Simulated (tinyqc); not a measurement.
Inside a calculation. Method: plane-wave Kohn-Sham cycle with exchange-only LDA in a layered model solid. One step of it, computed by the program tinyqc.

Task: Iteration 2: levels at that k. Diagonalise the Hermitian matrix.

H (hartree), lower triangle:
```
           -3         -2         -1         +0         +1         +2        +3
-3   3.953369
-2  -0.325556   1.617367
-1   0.009342  -0.325556   0.215767
+0   0.000377   0.009342  -0.325556  -0.251433
+1   0.000783   0.000377   0.009342  -0.325556   0.215767
+2   0.000054   0.000783   0.000377   0.009342  -0.325556   1.617367
+3   0.000119   0.000054   0.000783   0.000377   0.009342  -0.325556  3.953369
```

Give: eigenvalues.

Result:

eigenvalues (hartree): -0.5436  0.1337  0.4367  1.6440  1.6534  3.9985  3.9988
